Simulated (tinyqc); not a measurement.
From results back to parameters: interband optics of a two-band s-p chain from momentum matrix elements. Four cases, with inputs chosen for the exercise.

Problem. At k = 0 the chain has the gap D0 = Es - Ep_ - 2 (ts + tp), w0 = 4 a^2 V^2, and masses 2c/mc = 2 ts a^2 + 2 w0/D0, 2c/mv = 2 tp a^2 + 2 w0/D0 (c = hbar^2/2m0, mv positive for holes). The oscillator strength there is f0 = w0/(c D0). V, ts and tp are hidden.

Constants: hbar^2/2m0 = 3.80998211 eV angstrom^2.

Find: V; ts; tp.

Method. w0 = f0 c D0 gives V; 1/mc - f0 = ts a^2/c and 1/mv - f0 = tp a^2/c.

Case 1.

Values chosen: a = 2.79 angstrom (period).
D0 = 3.4800 eV
f0 = 3.49531

mc, mv (m0): 0.241016  0.226516

Solution.

V = 1.22 eV
ts = 0.32 eV
tp = 0.45 eV

Case 2.

Values chosen: a = 2.24 angstrom (period).
D0 = 2.3600 eV
f0 = 4.82343

mc, mv (m0): 0.191143  0.176073

Solution.

V = 1.47 eV
ts = 0.31 eV
tp = 0.65 eV

Case 3.

Values chosen: a = 4.31 angstrom (period).
D0 = 3.4300 eV
f0 = 15.66800

mc, mv (m0): 0.056138  0.052813

Solution.

V = 1.66 eV
ts = 0.44 eV
tp = 0.67 eV

Case 4.

Values chosen: a = 2.81 angstrom (period).
D0 = 1.4300 eV
f0 = 15.02676

mc, mv (m0): 0.060919  0.061540

Solution.

V = 1.61 eV
ts = 0.67 eV
tp = 0.59 eV

Computed by tinyqc, one run a case: `OMP_NUM_THREADS=1 python tinyqc.py N N+1 out.jsonl` with N = 1651236, 1651319, 1651349, 1651385; one thread of a shared Intel(R) Xeon(R) Processor @ 2.30GHz, about 0.01 s a run at most.
